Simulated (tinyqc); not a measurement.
Born-Oppenheimer dynamics on the LDA (VWN5)/sto-6g surface (energies and gradients from PySCF), for H2, spin multiplicity 1, step by step. Computed by tinyqc, a small Python program that keeps every step (integrals from PySCF). Settings: charge = 0, multiplicity = 1, basis = sto-6g, functional = lda,vwn, time step (fs) = 0.5, steps = 24. Command: `OMP_NUM_THREADS=1 python tinyqc.py 29318 29319 out.jsonl` (the two numbers bound the seeds that draw the settings). One thread of a shared host (Intel(R) Xeon(R) Processor @ 2.60GHz), about 2 s of CPU time with the checks.

positions (bohr):
```
,x,y,z
1H,0.00000,0.00000,0.00000
2H,0.00000,0.00000,1.34360
```

The total energy should stay constant up to terms of order dt^2; the step counts as short enough if it moves by less than 2 % of the largest kinetic energy.

Trajectory:
```
time (fs),1H-2H (angstrom),potential (hartree),kinetic (hartree),total (hartree)
0.00000,0.71100,-1.1294148,0.0001293,-1.1292855
0.50000,0.71920,-1.1297070,0.0004037,-1.1293033
1.00000,0.73103,-1.1299077,0.0005939,-1.1293138
1.50000,0.74370,-1.1298518,0.0005426,-1.1293091
2.00000,0.75443,-1.1296005,0.0003051,-1.1292954
2.50000,0.76103,-1.1293584,0.0000749,-1.1292835
3.00000,0.76222,-1.1293077,0.0000266,-1.1292811
3.50000,0.75779,-1.1294854,0.0001958,-1.1292896
4.00000,0.74856,-1.1297602,0.0004563,-1.1293039
4.50000,0.73639,-1.1299170,0.0006035,-1.1293136
5.00000,0.72386,-1.1298163,0.0005069,-1.1293094
5.50000,0.71383,-1.1295302,0.0002375,-1.1292928
6.00000,0.70876,-1.1293124,0.0000335,-1.1292789
6.50000,0.70996,-1.1293685,0.0000860,-1.1292825
7.00000,0.71711,-1.1296448,0.0003451,-1.1292997
7.50000,0.72841,-1.1298849,0.0005720,-1.1293128
8.00000,0.74114,-1.1298847,0.0005735,-1.1293112
8.50000,0.75248,-1.1296595,0.0003611,-1.1292985
9.00000,0.76007,-1.1293974,0.0001120,-1.1292854
9.50000,0.76245,-1.1292980,0.0000174,-1.1292806
10.00000,0.75915,-1.1294340,0.0001469,-1.1292871
10.50000,0.75080,-1.1297056,0.0004047,-1.1293009
11.00000,0.73905,-1.1299035,0.0005911,-1.1293125
11.50000,0.72635,-1.1298585,0.0005470,-1.1293116
12.00000,0.71558,-1.1295937,0.0002971,-1.1292966
```

Is the time step short enough?

No. The total energy moves within 3.5e-05 hartree; that is over 2 % of the largest kinetic energy, so the time step is too long.
